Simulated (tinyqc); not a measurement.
# Off-state leakage of single and stacked transistors, step by step

Numbers from tinyqc (`OMP_NUM_THREADS=1 python tinyqc.py 2242161 2242162 out.jsonl`; about 0.06 s on one thread of a shared Intel Xeon 2.30GHz). Printed values are rounded.

n-channel devices of unit width. Subthreshold current I(Vg, Vs, Vd) = I0 (T/300 K)^0.5 exp[(Vg - Vs - VT(T) - gb (Vs - Vb) + dd (Vd - Vs))/(nf Vt)] (1 - exp(-(Vd - Vs)/Vt)), VT(T) = VT - cT (T - 300 K). Gate-edge tunnelling Ig (Vd/1 V) exp(ag (Vd - 1 V)), for a gate at 0 V, and band-to-band leakage Ab u exp(-Bb/u), u = Vd - Vb + 1 V, flow at a drain held at V; both are taken as independent of T. In a stack of off transistors (all gates at 0 V) the same subthreshold current passes through each.

Parameters, values chosen for the exercise; values of the order met in bulk silicon logic transistors: temperature T = 358 K; supply voltage V = 0.8 V; threshold at 300 K, zero drain and body bias VT = 0.34 V; fall of the threshold with temperature cT = 0.8 mV/K; current at threshold at 300 K I0 = 0.23 uA/um; slope factor nf = 1.37; drain-induced lowering per volt dd = 0.06; rise of the threshold per volt of source-body bias gb = 0.13; gate-edge tunnelling current at 1 V Ig = 9e-5 uA/um; exponential slope of the gate current ag = 4.9 1/V; prefactor of band-to-band leakage at the drain Ab = 3 uA/(um V); its exponential voltage Bb = 18 V; body voltage Vb = -0.6 V.

Constants: q = 1.602176634e-19 C, kB = 1.380649e-23 J/K, Vt = kB T/q. Results are converted to the units shown.

## Leakage of one transistor

Vg = Vs = 0, Vd = V; effective threshold VT(T) - gb Vb - dd V.

effective threshold = 0.3236 V
parts (nA/um): subthreshold 0.1188282, gate edge 0.02702240, band-to-band 3.982207
total = 4.128058 nA/um
shares (%): subthreshold 2.878551, gate edge 0.6546032, band-to-band 96.46685

The band-to-band part is the largest.

## Starting value

Vx = dd V/(1 + gb + 2 dd), the solution for Vx well above Vt, rounded to three decimals.

Vx at the start = 0.038 V

## Iteration 1: new Vx

Stack of two, Vx the node between them: I_low = I(0, 0, Vx), I_up = I(0, Vx, V), f = ln(I_up/I_low), f' = -(1 + gb + 2 dd)/(nf Vt) - 1/(Vt (exp(Vx/Vt) - 1)) - 1/(Vt (exp((V - Vx)/Vt) - 1)), Vx(new) = Vx - f/f'.

I_low = 0.02852912 nA/um
I_up = 0.04076208 nA/um
f = 0.3568269
f' = -42.93004 1/V
Vx after iteration 1 = 0.04631182 V

## Iteration 2: new Vx

As before.

I_low = 0.03167669 nA/um
I_up = 0.03225667 nA/um
f = 0.01814372
f' = -38.87143 1/V
Vx after iteration 2 = 0.04677859 V

## Iteration 3: new Vx

As before.

I_low = 0.03183419 nA/um
I_up = 0.03183552 nA/um
f = 4.190480e-5
f' = -38.69258 1/V
Vx after iteration 3 = 0.04677967 V

## Course of the iteration

Stop when the step is below 1e-11 V, or after 40 iterations.

Course of the iteration:
```
iteration  Vx before the step (V)  step (V)
1                           0.038   8.31e-3
2                      0.04631182   4.67e-4
3                      0.04677859   1.08e-6
4                      0.04677967  5.74e-12
```

Converged in 4 iterations. The subthreshold current of the stack is 0.03183 nA/um, 3.73 times less than that of one transistor (the drain leakage is unchanged); the estimate exp[dd V (1 + gb + dd)/((1 + gb + 2 dd) nf Vt)] gives 2.95.
